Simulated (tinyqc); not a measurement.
Worked calculation: domain walls in a thin film with perpendicular anisotropy: Bloch, Neel and chiral walls, motion and stripe domains. Computed by tinyqc, a small Python program that keeps every step. Command: `OMP_NUM_THREADS=1 python tinyqc.py 3019054 3019055 out.jsonl mwall walk`. One thread of a shared host (Intel(R) Xeon(R) Processor @ 2.30GHz), about 0.01 s of CPU time with the checks. Intermediate numbers are printed to about 6 digits and carried at full precision; extremes and crossings named in words are read from the listed rows.

One-dimensional wall: polar angle theta(x), azimuth phi of the moment in the wall (phi = 0 Neel, 90 degrees Bloch). mu_0 = 1.25663706212e-6 T m/A, gamma = 1.76085963023e11 rad/(s T).

Inputs (values chosen for the exercise, for a model film):
```
quantity                      value        unit
saturation magnetisation M_s   1300        kA/m
exchange stiffness A             13        pJ/m
uniaxial anisotropy K_u        1320      kJ/m^3
DMI constant D                 0.91      mJ/m^2
thickness t                     2.3          nm
damping alpha                 0.015           -
current density J               0.3  1e12 A/m^2
spin Hall angle theta_SH      0.071           -
```

Drive: spin-orbit torque.

Constants: hbar = 1.054571817e-34 J s; e = 1.602176634e-19 C.

## Width and energy of the Bloch wall

K_eff = K_u - mu_0 M_s^2/2; Delta = sqrt(A/K_eff); sigma_0 = 4 sqrt(A K_eff); profile theta = 2 arctan exp(x/Delta); quality factor Q = 2 K_u/(mu_0 M_s^2).

K_eff = 258.142 kJ/m^3

width parameter Delta = 7.09647 nm

sigma_0 = 7.32758 mJ/m^2

quality factor Q = 1.24310

## Bloch or Neel

sigma(phi) = sigma_0 + 2 Delta K_D cos^2(phi) - pi D cos(phi), with the wall shape anisotropy K_D = N_x mu_0 M_s^2/2, N_x = t ln 2/(pi Delta). The minimum has cos(phi) = D/D_N for D < D_N = 4 Delta K_D/pi and phi = 0 beyond; sigma turns negative at D_c = (sigma_0 + 2 Delta K_D)/pi.

K_D = 75.9324 kJ/m^3

D_N = 0.686088 mJ/m^2

azimuth phi = 0 degrees

wall energy sigma = 5.54644 mJ/m^2

D_c = 2.67549 mJ/m^2

A pure chiral Neel wall. D is 0.34 of D_c.

## Velocity under current

Spin-orbit drive: B_SL = hbar theta_SH J/(2 e M_s t) acts as the field (pi/2) B_SL cos(phi). Steady state: v = (gamma Delta/alpha)(pi/2) B_SL cos(phi) = gamma Delta [B_D sin(phi) - (B_K/2) sin(2 phi)], B_K = 2 K_D/M_s, B_D = pi D/(2 M_s Delta); the root with phi between its rest value and 90 degrees; v saturates at v_D = gamma Delta B_D.

B_SL = 2.34447 mT

azimuth in motion = 66.2689 degrees

velocity = 123.466 m/s

saturation velocity v_D = 193.617 m/s

v is 64 % of v_D: still rising with current. Caution: pinning, heating and tilting of the wall are left out.

## Velocity against current

The formulas are those given above.

Steady motion:
```
J (1e12 A/m^2)  B_SL (mT)  phi (degrees)  v (m/s)  v at fixed rest phi (m/s)
0.02               0.1563        19.9362   19.227                      20.45
0.05               0.3907        34.7571   42.008                      51.13
0.10               0.7815        47.2506   69.416                     102.26
0.20               1.5630        59.6353  103.388                     204.53
0.50               3.9074        73.4425  145.713                     511.32
1.00               7.8149        80.5770  167.427                    1022.63
2.00              15.6298        84.9492  180.063                    2045.26
5.00              39.0745        87.8915  188.119                    5113.15
```

The linear law holds to 5 % in 0 of the eight rows; in the last row v is 97.2 % of v_D = pi gamma D/(2 M_s), which depends on neither alpha nor theta_SH.

## Stripe domains

Dipolar length l = sigma/(mu_0 M_s^2); for t much smaller than the period the domain width is w = 0.955 t exp(pi l/t) (Kaplan and Gehring), given as log10 of w in nm.

dipolar length l = 2.61167 nm

log10 of the domain width in nm = 1.89099

Equilibrium domains are about 78 nm wide.

## Raising D

The formulas are those given above.

Wall against D; the last column is the Kaplan-Gehring width, log10[0.955 t exp(pi sigma/(mu_0 M_s^2 t))/nm], with a dash where it falls below 10 Delta and the formula fails:
```
D (mJ/m^2)  phi (degrees)  sigma (mJ/m^2)  sigma/sigma_0  log10 domain width
0.14              78.2258         7.28271       0.993876             2.37597
0.34              60.2931         7.06292       0.963881             2.31458
0.54              38.0874         6.65997       0.908890             2.20203
0.55              36.7124         6.63501       0.905484             2.19506
1.10               0.0000         4.94954       0.675466                   -
1.60               0.0000         3.37874       0.461099                   -
2.10               0.0000         1.80794       0.246731                   -
2.40               0.0000         0.86547       0.118111                   -
```

D_N is 26 % of D_c. Beyond D_N sigma falls by pi per unit of D, and the domain width, which has sigma in an exponent, drops by 0.2 decades over the valid rows (values above 6 mean a single domain in any device).

Checks made by the program: sigma_0 against the integral over the profile (relative difference below 1e-10).
